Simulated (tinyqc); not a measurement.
From results back to parameters: plasmons of a degenerate electron gas in the random-phase approximation. Three cases, with inputs chosen for the exercise.

Problem. At small q the plasmon follows E = Ep + B q^2 with B = (3/10)(hbar vF)^2/Ep, hbar vF = 2 c kF/m; n and m are hidden.

Zero temperature, parabolic band: kF = (3 pi^2 n)^(1/3), EF = c kF^2/m, Ep^2 = 8 pi c e2 n/(m eb), qTF^2 = 6 pi e2 n/(eb EF), c = hbar^2/2m0, e2 = e^2/(4 pi eps0), n in 1/angstrom^3 (1e-24 per 1/cm^3).

Constants: hbar^2/2m0 = 3.80998211 eV angstrom^2; e^2/(4 pi eps0) = 14.39964547 eV angstrom.

Case 1.

Values chosen (out of a larger set: mass and background constant near those of InAs; polar phonons, which mix with the plasmon in the real crystal, and the rise of the mass with filling are left out; not measured data): eb = 12.4 (background dielectric constant).

Ep = 71.9163 meV
B = 393.274 eV angstrom^2

Case 2.

Values chosen (out of a larger set: a free-electron density near that of Al; not measured data): eb = 1 (background dielectric constant).

Ep = 15.9282 eV
B = 3.38600 eV angstrom^2

Case 3.

Values chosen (out of a larger set: a free-electron density near that of Al; not measured data): eb = 1 (background dielectric constant).

Ep = 15.7103 eV
B = 3.37049 eV angstrom^2

Find: hbar vF; kF; n; m.

Solution. hbar vF = sqrt(B Ep/0.3); Ep^2 = (4 e2/(3 pi eb)) kF^2 hbar vF gives kF, then n and m.

Case 1.

hbar vF = 9.710 eV angstrom
kF = 0.03288 1/angstrom
n = 1.20e+18 1/cm^3
m = 0.026 m0

Case 2.

hbar vF = 13.41 eV angstrom
kF = 1.760 1/angstrom
n = 1.84e+23 1/cm^3
m = 1.000 m0

Case 3.

hbar vF = 13.29 eV angstrom
kF = 1.744 1/angstrom
n = 1.79e+23 1/cm^3
m = 1.000 m0

Computed by tinyqc, one run a case: `OMP_NUM_THREADS=1 python tinyqc.py N N+1 out.jsonl` with N = 1650230, 1650275, 1650420; one thread of a shared Intel(R) Xeon(R) Processor @ 2.30GHz, about 0.01 s a run at most.
